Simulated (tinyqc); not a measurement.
Transfer curve: field-effect mobility of a thin-film transistor with band-tail and deep states (multiple trapping). Computed by tinyqc, a small Python program. Command: `OMP_NUM_THREADS=1 python tinyqc.py 3014028 3014029 out.jsonl tft walk`. One thread of a shared host (Intel(R) Xeon(R) Processor @ 2.30GHz), about 0.05 s of CPU time with the checks.

A thick film in accumulation at small drain voltage. Only free electrons move; trapped ones still screen the gate. N_c and mu_0 are held fixed when T changes, leaving out the T^(3/2) growth of N_c. x = E_0 - psi is the distance of the Fermi level below the band edge.

Inputs (values chosen for the exercise, modelled on amorphous In2O3):

| quantity | value | unit |
|---|---|---|
| permittivity eps | 9 | - |
| effective density of states N_c | 4.3e+18 | 1/cm^3 |
| band mobility mu_0 | 63 | cm^2/(V s) |
| tail density at the edge g_t | 1.2e+20 | 1/(eV cm^3) |
| tail width E_t | 24 | meV |
| flat-band Fermi level below the edge, E_0 | 0.61 | eV |
| equivalent oxide thickness t | 160 | nm |
| temperature T | 300 | K |

Deep states: none.

Constants: k_B = 8.617333262e-05 eV/K; e = 1.602176634e-19 C; eps_0 = 8.8541878128e-12 F/m.

Method:
- F_j(eta) = int_0^infinity x^j/(1 + exp(x - eta)) dx, without a gamma-function factor.
- Integrals over x = E/(k_B T) use 160 Gauss-Legendre points in u = sqrt(x) from 0 to sqrt(max(eta, 0) + 32).
- Free n(x) = N_c (2/sqrt(pi)) F_1/2(-x/k_B T), with F_1/2 from its two-term series in exp(-x/k_B T) for x >= 12 k_B T; tail n_t(x) = int_0^1.2eV g_t exp(-E/E_t)/(1 + exp((x - E)/k_B T)) dE, E counted down from the edge, 120 Gauss-Legendre points; space charge rho(psi) = n + n_t less its value at psi = 0.
- Poisson: F(psi) = sqrt((2 e/(eps eps_0)) int_0^psi rho dpsi'); V_G - V_FB = psi_s + eps F(psi_s) t/3.9; free sheet density N_f = int (n - n(E_0))/F dpsi; induced sheet density N_i = eps eps_0 F(psi_s)/e; trapezoid rule on 301 even points in psi, the first interval left out of N_f.
- mu_eff = mu_0 N_f/N_i; field-effect mobility mu_FE = mu_0 e (dN_f/dV_G)/C_ox and swing S = dV_G/dlog10(N_f), by a central difference of +/- 2 mV in psi_s; C_ox = 3.9 eps_0/t.

Against the band bending:

| psi_s (V) | V_G - V_FB (V) | N_f (1/cm^2) | mu_eff (cm^2/(V s)) | mu_FE (cm^2/(V s)) | S (mV/decade) |
|---|---|---|---|---|---|
| 0.21 | 0.219 | 1.6196e+08 | 8.024 | 1.273 | 137 |
| 0.30 | 0.351 | 9.6756e+08 | 8.881 | 4.639 | 225 |
| 0.38 | 0.603 | 4.8250e+09 | 10.141 | 9.029 | 576 |
| 0.44 | 1.096 | 1.6392e+10 | 11.679 | 12.431 | 1420 |
| 0.49 | 2.066 | 4.6232e+10 | 13.722 | 16.128 | 3088 |
| 0.54 | 4.175 | 1.3321e+11 | 17.138 | 22.291 | 6438 |
| 0.58 | 7.346 | 3.1334e+11 | 21.659 | 30.752 | 10976 |
| 0.62 | 12.430 | 7.1203e+11 | 28.198 | 41.952 | 18279 |
| 0.67 | 21.848 | 1.6819e+12 | 37.142 | 52.589 | 34439 |

What follows from these numbers?

The steepest swing among the rows is 137 mV/decade. mu_eff climbs from 8.0 to 37, 59 % of mu_0 in the last row. Between rows 6 and 7 N_f scales as (V_G - V_FB - psi_s)^1.38; an exponential tail holding all the charge would give the larger of 1 and 2 E_t/k_B T - 1, here 1.00, and free charge alone 1.
